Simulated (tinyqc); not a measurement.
# Worked calculation: single-electron transistor, orthodox theory and master equation

tinyqc, about 0.01 s, one thread, Intel Xeon 2.30GHz (shared host): `OMP_NUM_THREADS=1 python tinyqc.py 2780035 2780036 out.jsonl` Printed values are rounded.

A metal island with n extra electrons joins the left lead (voltage V) and the right lead (0 V) by tunnel junctions and couples to a gate. Cs = CL + CR + Cg. Adding electron n + 1 costs mu(n) = [q (n + 1/2) - CL V - Cg Vg]/Cs (in volts); the Fermi levels are -V (left) and 0 (right). A jump that gains the energy W has the rate G(W) = (W/q)/(R [1 - exp(-W/Vt)]), W in volts, Vt = kB T/q. Sequential tunnelling only; I > 0 flows from left to right.

Values chosen for this exercise:
- CL = 31 aF (capacitance of the left junction)
- CR = 24 aF (capacitance of the right junction)
- Cg = 6.3 aF (gate capacitance)
- RL = 120 kohm (resistance of the left junction)
- RR = 120 kohm (resistance of the right junction)
- T = 1.9 K (temperature)
- V = 0.61 mV (bias of the left lead)
- Vg = 1.7 mV (gate voltage)
- n0 = -1 (lowest charge state kept)
- n1 = 1 (highest charge state kept)

Constants: q = 1.602176634e-19 C, kB = 1.380649e-23 J/K, Vt = kB T/q. Results are converted to the units shown.

Range of the model: Cotunnelling, which dominates deep in the blockade, is left out.

## Charging energy and addition levels

q/Cs, the gate period q/Cg, and mu(n) for the transitions kept.

q/Cs = 2.613665 mV
q/Cg = 25.43138 mV
kB T/(q^2/Cs) = 0.06264358
mu(n), n to n + 1, n -1 to 0 (mV): [-1.790030, 0.823635]

## Tunnelling rates

Onto the island: from the left W = -V - mu(n), from the right W = -mu(n); off the island (n + 1 to n): to the left W = mu(n) + V, to the right W = mu(n).

on from left, n to n + 1, n -1 to 0 (1/ns): [61.42192, 0.01174565]
on from right, n to n + 1, n -1 to 0 (1/ns): [93.10573, 0.2818296]
off to left, n to n + 1, n -1 to 0 (1/ns): [0.04552780, 74.57880]
off to right, n to n + 1, n -1 to 0 (1/ns): [0.001663013, 43.12121]

## Probabilities and current

Steady state: p(n + 1)/p(n) = (sum of on rates)/(sum of off rates), normalised. I = q sum_n [p(n + 1) (off to left) - p(n) (on from left)].

p(n), n -1 to 1: [3.045349e-4, 0.9972082, 0.002487304]
I = 0.03212089 nA
mean n = 2.182769e-3

Two plain resistors in series would pass 2.54 nA; this is 1.26 % of that. One charge state holds over 99 % of the weight.
